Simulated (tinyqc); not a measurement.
# Ballistic Schottky-barrier transistor with a two-dimensional channel, WKB contacts: what changes with what

Source Fermi level 0, drain Fermi level -Vd. Far from the contacts Ec = pn - psi, and the gate moves psi one to one; the band edges relax as exp(-x/lam) from pn at the source and pn - Vd at the drain; Ev = Ec - Eg. A carrier of energy w inside the channel band meets at a contact a barrier of height D (the contact edge beyond the channel edge): T = 1 for w >= D, else exp(-S), S = 4 lam sqrt(m/C) [sqrt(D - w) - sqrt(w) arctan sqrt((D - w)/w)], C = hbar^2/(2 m0). The two contacts combine as Ts Td/(Ts + Td - Ts Td).

Values chosen for this exercise; channel values close to those of a black phosphorus layer:
```
symbol,value,unit,meaning
T,350,K,temperature
Eg,0.714,eV,band gap
pn,0.43,eV,barrier for electrons at both contacts
mn,0.16,m0,electron mass
mp,0.15,m0,hole mass
g,1,,valleys or subbands
lam,2.8,nm,screening length at the contacts
Vd,0.5,V,drain bias
```

Constants: q = 1.602176634e-19 C, kB = 1.380649e-23 J/K, hbar = 1.054571817e-34 J s, h = 6.62607015e-34 J s, m0 = 9.1093837015e-31 kg, Vt = kB T/q, hbar^2/(2 m0) = 0.0380998212 eV nm^2. Results are converted to the units shown.

Each table varies one quantity; the others keep the values above.

## Ambipolar transfer curve

I/W = g (2 q^2/h) int T(w) [N(Es + w) - N(Ed + w)] dw with w the energy of motion along the channel, N(y) = (1/2 pi) sqrt(pi m kB T/C) Fm(-y/kB T), Fm(x) = (1/sqrt(pi)) int_0^infinity u^(-1/2)/(1 + exp(u - x)) du. Electrons: Ds = psi, Dd = psi - Vd, Es = Ec, Ed = Ec + Vd. Holes: Ds = -psi, Dd = Vd - psi, Es = -Ev, Ed = -Ev - Vd. The size of each current is taken; both flow from drain to source and add. The integrals are converged. Swing = d(psi)/d(log10 I).

Result of one run:
```
ps (V)  electrons (uA/um)  holes (uA/um)  I (uA/um)  swing (mV/decade)
0.56                1.917       0.002529      1.919              157.5
```

What becomes of these results when the band shift psi of the channel by the gate ps is changed from 0.56 to 0.17 V, all else the same?

Result of the changed run:
```
ps (V)  electrons (uA/um)  holes (uA/um)  I (uA/um)  swing (mV/decade)
0.17             0.002283          4.107      4.109             -147.0
```

The whole series:
```
ps (V)  electrons (uA/um)  holes (uA/um)  I (uA/um)  swing (mV/decade)
-0.23            7.358e-8          162.0      162.0             -468.2
-0.15            1.044e-6          104.9      104.9             -383.7
-0.07            1.481e-5          61.32      61.32             -306.4
0.01             1.889e-4          31.00      31.00             -238.3
0.09             6.689e-4          12.79      12.79             -182.9
0.17             0.002283          4.107      4.109             -147.0
0.24             0.007134          1.301      1.308             -138.5
0.32              0.02848         0.3449     0.3734             -169.2
0.4                0.1221        0.09794     0.2201              674.0
0.48               0.5242        0.02787     0.5521              145.9
0.56                1.917       0.002529      1.919              157.5
0.64                5.479       1.782e-4      5.479              197.6
```

I goes from 162 through a minimum of 0.220 (at ps = 0.4 V among the rows listed) to 5.48 uA/um; the exact minimum lies at psi = 0.388 V. Holes carry the left branch and electrons the right. The ratio of the last row to the smallest is 24.9 and of the first row 736, with barriers of 0.43 eV for electrons and 0.284 eV for holes. The steepest swing among the rows is 138 mV/decade, against the thermionic limit 69.4.

## Effect of the drain bias on the off state

Same model as above.

For each Vd, psi is set to the minimum of I.

Effect of the drain bias on the off state:
```
Vd (V)  psi at the minimum (V)  smallest I (uA/um)
0.05                     0.150             0.00180
0.15                     0.213             0.00680
0.25                     0.279              0.0209
0.35                     0.322              0.0614
0.45                     0.365               0.142
0.54                     0.407               0.302
0.64                     0.455               0.710
```

What does the table show?

The smallest current rises from 0.00180 to 0.710 uA/um, 3.71 decades a volt between the last two rows, and the minimum moves by 0.52 V a volt over the table: a larger Vd lets holes enter from the drain while electrons still enter from the source.

Range of the model: No scattering, image-force lowering, channel charge or band-to-band tunnelling; parabolic kappa overstates S deep in the gap.

Computed by the program tinyqc: `OMP_NUM_THREADS=1 python tinyqc.py 2390124 2390125 out.jsonl`, one thread of a shared Intel Xeon 2.30GHz, about 0.5 s for the whole run.
